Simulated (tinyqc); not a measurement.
Plain band against climbing image: nudged elastic band on a two-dimensional model surface. Computed by tinyqc, a small Python program. Command: `OMP_NUM_THREADS=1 python tinyqc.py 3008344 3008345 out.jsonl neb walk`. One thread of a shared host (Intel(R) Xeon(R) Processor @ 2.30GHz), about 0.5 s of CPU time with the checks.

V(x, y) = h u^2 + t x + (kappa/2)(y + c u)^2 with u = x^2/w^2 - 1; the path runs from the minimum near (-w, 0) to that near (w, 0).

Inputs (values chosen for the exercise, for a model surface):

| quantity | value | unit |
|---|---|---|
| height h | 1.3 | eV |
| half width w | 0.81 | angstrom |
| transverse stiffness kappa | 3.9 | eV/angstrom^2 |
| curvature c | 0.56 | angstrom |
| tilt t | -0.35 | eV/angstrom |
| spring constant k_s | 7.1 | eV/angstrom^2 |
| step factor eta | 0.018 | angstrom^2/eV |

Surface: curved double well. Climbing image: on.

Method:
- Newton steps x(new) = x - H^-1 grad V (moves limited to 0.3 angstrom) from (-w, 0), (w, 0) and (0, c) give the two minima and the saddle.
- Tangent at image i: towards the higher neighbour if the energies rise or fall through i; at a maximum or minimum, tau = t+ dmax + t- dmin if V(i+1) > V(i-1), else t+ dmin + t- dmax, with t+ = R(i+1) - R(i), t- = R(i) - R(i-1) and dmax, dmin the larger and smaller of |V(i+1) - V(i)| and |V(i-1) - V(i)|; then normalise. Force F = -grad V + (grad V.tau) tau + k_s (|t+| - |t-|) tau.
- With a climbing image, the highest image feels instead F = -grad V + 2 (grad V.tau) tau and no spring.
- Update R(new) = R + eta F; the end points stay fixed.
- Images are counted without the end points, and convergence is judged on the largest force on an image. Each run starts on the straight line with the same k_s and eta, for at most 1500 iterations; errors are against the Newton saddle; a dash marks a run that did not reach 1e-4 eV/angstrom.

positions (angstrom):
```
                x          y
start   -0.786945   0.031425
end      0.831238  -0.029751
saddle  -0.044293   0.558325
```

energies (eV): start 0.27952, end -0.28726, saddle 1.30774

barrier from the start = 1.02822 eV

Error of the highest image (meV) and iterations:

| images | plain, error | plain, iterations | climbing, error | climbing, iterations |
|---|---|---|---|---|
| 2 | -263.878 | 135 | 0 | 118 |
| 3 | -33.711 | 133 | 0 | 138 |
| 4 | -61.717 | 142 | 0 | 137 |
| 5 | -32.623 | 186 | 0 | 138 |
| 6 | -16.456 | 230 | 0 | 139 |
| 8 | -3.584 | 347 | 0 | 171 |
| 10 | -0.260 | 477 | 0 | 226 |

What follows from these numbers?

The plain band underestimates the barrier by 0.26 to 263.88 meV, depending on how near an image falls to the saddle (worst for 2 images, best for 10). The climbing image is within about 0.001 meV in every converged run, so few images suffice for the barrier.

Extremes, crossings and ranges named in words are read from the listed rows.
